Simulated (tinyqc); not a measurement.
Plane-wave Kohn-Sham cycle with exchange-only LDA in a layered model solid, step by step. One step of it, computed by the program tinyqc.

Question. Iteration 1: levels at that k. Diagonalise the Hermitian matrix.

H (hartree):
```
           -3         -2         -1         +0         +1         +2         +3
-3   7.042211  -0.260000   0.000000   0.000000   0.000000   0.000000   0.000000
-2  -0.260000   2.797700  -0.260000   0.000000   0.000000   0.000000   0.000000
-1   0.000000  -0.260000   0.340352  -0.260000   0.000000   0.000000   0.000000
+0   0.000000   0.000000  -0.260000  -0.329834  -0.260000   0.000000   0.000000
+1   0.000000   0.000000   0.000000  -0.260000   0.787142  -0.260000   0.000000
+2   0.000000   0.000000   0.000000   0.000000  -0.260000   3.691281  -0.260000
+3   0.000000   0.000000   0.000000   0.000000   0.000000  -0.260000   8.382583
```

Give: eigenvalues.

Answer.

eigenvalues (hartree): -0.4699  0.3876  0.8291  2.8094  3.7002  7.0581  8.3970
